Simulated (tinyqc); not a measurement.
From weight of the highest mode on the defect back to defect mass M': vibrations of a mass or spring defect in a linear chain. Computed by tinyqc, a small Python program. Command: `OMP_NUM_THREADS=1 python tinyqc.py 3014955 3014956 out.jsonl localmode inv`. One thread of a shared host (Intel(R) Xeon(R) Processor @ 2.30GHz), about 0.06 s of CPU time with the checks.

A ring of N atoms with nearest-neighbour springs k and motion along the chain. Atom 1 is the defect, of mass M', and its two springs are k'. Odd sites are A (the defect replaces an A atom), even sites B.

Inputs (values chosen for the exercise, for a model chain):
```
quantity                         value           unit
spring constant k                 14.6  eV/angstrom^2
mass M_A                          77.7              u
mass M_B                          49.6              u
spring ratio k'/k at the defect    1.8              -
```

Host: diatomic.

Constants: nu for 1 eV/(angstrom^2 u) = 15.6333042 THz.

Method:
- Host bands: lambda from 0 to 2k/M(heavy) and from 2k/M(light) to 2k (1/M_A + 1/M_B).
- nu = 15.6333042 THz x sqrt(lambda), lambda in eV/(angstrom^2 u).
- D_ii = (sum of the two springs at i)/M_i, D_ij = -k_ij/sqrt(M_i M_j) for neighbours, closed into a ring.
- The same matrix for 120 atoms; amplitudes are the mass-weighted eigenvector, in size, relative to the defect, for the highest mode; its weight is the squared component of the normalised eigenvector on the defect.

Question. A run gave the result below. Find the defect mass M', known to lie between 15 and 44 u.

weight of the highest mode on the defect = 0.7622237

Answer.

Each step takes the trial c = (a f_b - b f_a)/(f_b - f_a), f being the result less the target and a, b, c the logarithms of the listed values; c replaces end b, the old b replaces a if the sign of f changed, and otherwise f_a is halved.

Scan of the range:
```
defect mass M' (u)  weight of the highest mode on the defect
15.0                                                0.849053
17.9                                                0.820664
21.5                                                0.786131
25.7                                                0.747025
30.7                                                0.702387
36.8                                                0.651063
44.0                                                0.595205
```

False position (Illinois rule, in the logarithm of the input) inside the bracket:
```
step    end a    end b    trial  weight of the highest mode on the defect
1     21.5000  25.7000  23.9781                                  0.762891
2     25.7000  23.9781  24.0481                                  0.762241
3     25.7000  24.0481  24.0518                                  0.762207
4     24.0481  24.0518  24.0500                                  0.762224
```

Weight of the highest mode on the defect falls at every point of a 13-point scan of the range (every second point is shown), so one value fits; it is bracketed by 21.5 and 25.7. Answer: defect mass M' = 24.05 u.
